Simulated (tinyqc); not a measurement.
Deep trap from a strong local potential in a two-band host (Koster-Slater model with semi-elliptic bands): one step, computed by the program tinyqc.

The valence band spans -2 W_v to 0 and the conduction band E_g to E_g + 2 W_c. The orbital at the impurity site has weight f_v in the valence band and 1 - f_v in the conduction band, each spread as a semi-ellipse (2/(pi W^2)) sqrt(W^2 - x^2) about the band centre. The impurity adds U to this orbital. Spin is left out.

Problem. Green function at the trial energy. In the gap G(E) = f_v (2/W_v^2)[x - sqrt(x^2 - W_v^2)] - (1 - f_v)(2/W_c^2)[y - sqrt(y^2 - W_c^2)], x = E + W_v, y = E_g + W_c - E. The potential that would put a level at E is U = 1/G(E).

Inputs (values chosen for the exercise, for a model semiconductor):
```
quantity                                value  unit
gap E_g                                  5.76    eV
half-width of the valence band W_v        2.6    eV
half-width of the conduction band W_c       2    eV
valence weight f_v of the site orbital   0.43     -
trial energy E                           3.65    eV
```

Give: valence part; conduction part; G(E); potential needed.

Solution.

valence part = 0.07207 1/eV

conduction part = -0.1480 1/eV

G(E) = -0.07598 1/eV

potential needed = -13.16 eV
